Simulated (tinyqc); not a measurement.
Convergence with the basis: effective-mass impurity with a central-cell term, in a basis of Slater functions. Computed by tinyqc, a small Python program. Command: `OMP_NUM_THREADS=1 python tinyqc.py 3026048 3026049 out.jsonl centralcell walk`. One thread of a shared host (Intel(R) Xeon(R) Processor @ 2.30GHz), about 0.01 s of CPU time with the checks.

The envelope obeys H = -nabla^2 - (2/r) [Z + A exp(-kappa r)] in effective units, with kappa = a*/lambda; positive A deepens the well near the core.

Inputs (values chosen for the exercise, for a model semiconductor): effective mass m = 0.389 m_0; dielectric constant eps = 13.8; charge Z of the core = 1; central-cell strength A = -5.6; central-cell range lambda = 0.98 angstrom; smallest exponent zeta_1 = 0.31 1/a*; ratio beta of exponents = 2.1.

Impurity: donor, one isotropic band.

Constants: Ry = 13.605693123 eV; a_0 = 0.529177210903 angstrom.

Method:
- Units: Ry* = Ry m/eps^2 and a* = a_0 eps/m, with m in m_0.
- kappa = a*/lambda; the hydrogenic ground state is bound by Z^2 Ry*.
- For s functions exp(-zeta r), with s = zeta_i + zeta_j: S = 2/s^3, T = zeta_i zeta_j S, V = -2 Z/s^2, W = -2 A/(s + kappa)^2; each function is normalised by dividing by sqrt(S_ii S_jj).
- Large basis: zeta_i = 0.06 x 1.6^(i-1), i = 1..22, same formulas; for p functions r exp(-zeta r): S = 24/s^5, T = zeta_i zeta_j S (centrifugal term included), V = -12 Z/s^4, W = -12 A/(s + kappa)^4; overlap eigenvalues below 1e-11 are dropped.
- Binding energies are -E Ry*; the effective quantum number is nu = Z/sqrt(-E); |psi(0)|^2 is given relative to the hydrogenic Z^3/(pi a*^3).
- zeta_i = zeta_1 beta^(i-1), i = 1..n.
- The error is the lowest level above the large-basis value.

kappa = 19.1560 1/a*

Ry* = 27.7915 meV

1s binding energy = 25.8353 meV

Error of the 1s level:
```
n  error (meV)  largest exponent (1/a*)
1       11.370                    0.310
2        1.305                    0.651
3        0.702                    1.367
4        0.113                    2.871
5        0.090                    6.029
6        0.047                   12.661
7        0.044                   26.587
8        0.043                   55.834
```

The error falls from 11.4 to 0.0432 meV. At n = 8 it falls by less than 5 %, where the largest exponent has not yet passed kappa by much.

Extremes, crossings and ranges named in words are read from the listed rows.
